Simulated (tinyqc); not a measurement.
Metal-interlayer-semiconductor contact, depinning against tunnelling resistance: two steps of the calculation.

Zero bias, n-type semiconductor. Gap states at the semiconductor surface thin out as exp(-be ti), which unpins the barrier; electrons must then cross the interlayer (a rectangular barrier, no voltage drop across it) and the parabolic depleted layer, both by WKB. Energies E are counted from the Fermi level; no image force, parabolic bands.

Values chosen for this exercise; semiconductor values close to those of silicon; interlayer mass of the order of that in hafnium oxide, offset chosen freely:

| symbol | value | unit | meaning |
|---|---|---|---|
| T | 250 | K | temperature |
| Eg | 1.09 | eV | band gap |
| eps_r | 11.9 |  | relative permittivity |
| chi | 4.05 | eV | electron affinity |
| Nc | 2.13e19 | cm^-3 | conduction-band density of states at T |
| mt | 0.195 | m0 | tunnelling mass in the semiconductor |
| mA | 2.05 | m0 | Richardson mass |
| Nd | 1.3e19 | cm^-3 | donor density |
| E0 | 0.37 | eV | charge-neutrality level above the valence band |
| S0 | 0.27 |  | pinning factor without interlayer |
| phiM | 4.42 | eV | metal work function |
| ti | 1.6 | nm | interlayer thickness |
| dE | 1.64 | eV | conduction-band offset of the interlayer above the semiconductor |
| mi | 0.2 | m0 | tunnelling mass in the interlayer |
| be | 2.8 | 1/nm | decay constant of gap states through the interlayer |

Constants: q = 1.602176634e-19 C, kB = 1.380649e-23 J/K, eps0 = 8.8541878128e-12 F/m, hbar = 1.054571817e-34 J s, h = 6.62607015e-34 J s, m0 = 9.1093837015e-31 kg, Vt = kB T/q, hbar^2/(2 m0) = 0.0380998212 eV nm^2. Results are converted to the units shown.

Question 1. Pinning, barrier and scales. S = 1/(1 + (1/S0 - 1) exp(-be ti)); phiB = S (phiM - chi) + (1 - S)(Eg - E0); xi = Ec - EF deep inside, from Nd = Nc F(-xi/Vt), F(x) = (2/sqrt(pi)) int_0^infinity sqrt(u) du/(1 + exp(u - x)); band bending U = phiB - xi; E00 = (hbar/2) sqrt(Nd/(eps0 eps_r mt m0)) in volts; A = 4 pi q mA m0 kB^2/h^3.

Wanted: S; phiB; xi; U; E00; A.

Answer 1.

S = 0.9703
phiB = 0.3804 eV
xi = 0.006027 eV
U = 0.3744 eV
E00 = 0.04394 eV
A = 246.4 A/(cm^2 K^2)

Question 2. Exponents and integrand on an energy grid. With U = phiB - xi: for xi < E < phiB, y = (E - xi)/U and G1 = (U/E00) [sqrt(1 - y) - y ln((1 + sqrt(1 - y))/sqrt(y))], G1 = 0 above phiB; G2 = 2 ti sqrt(mi max(phiB + dE - E, 0)/C), C = hbar^2/(2 m0); f = 1/(1 + exp(E/Vt)); integrand exp(-G1 - G2) f.

E, point 0 to 16 (eV): 0.01  0.02938  0.04875  0.06812  0.0875  0.10688  0.12625  0.14562  0.165  0.18438  0.20375  0.22312  0.2425  0.26188  0.28125  0.30063  0.32
phiB = 0.38040591 eV
xi = 0.0060274959 eV
E00 = 0.043944871 eV

Give: G1; G2; f; integrand.

Answer 2.

```
point	G1	G2	f	integrand (1e-9)
0	8.2061	10.396	0.38599	3.2212
1	7.1522	10.345	0.20363	5.1259
2	6.3185	10.295	0.094244	5.7434
3	5.5947	10.244	0.040621	5.3707
4	4.9470	10.193	0.016930	4.5016
5	4.3591	10.142	0.0069560	3.5045
6	3.8214	10.090	0.0028423	2.5813
7	3.3269	10.039	0.0011586	1.8169
8	2.8708	9.987	4.7156e-4	1.2291
9	2.4503	9.934	1.9186e-4	0.8023
10	2.0632	9.882	7.8081e-5	0.5068
11	1.7075	9.829	3.1775e-5	0.3103
12	1.3820	9.776	1.2924e-5	0.1843
13	1.0864	9.722	5.2569e-6	0.1063
14	0.8206	9.669	2.1392e-6	0.0595
15	0.5849	9.615	8.7009e-7	0.0324
16	0.3809	9.560	3.5407e-7	0.0170
```

Range of the model: The depletion charge would drop about 0.12 V across such an interlayer (eps_r near 20) at ti = 1.6 nm and Nd = 1.3e19 cm^-3, against a band bending of 0.37 V; this model leaves that drop out.

Program tinyqc, `OMP_NUM_THREADS=1 python tinyqc.py 2270135 2270136 out.jsonl`; Intel Xeon 2.30GHz, shared host, one thread, about 0.04 s.
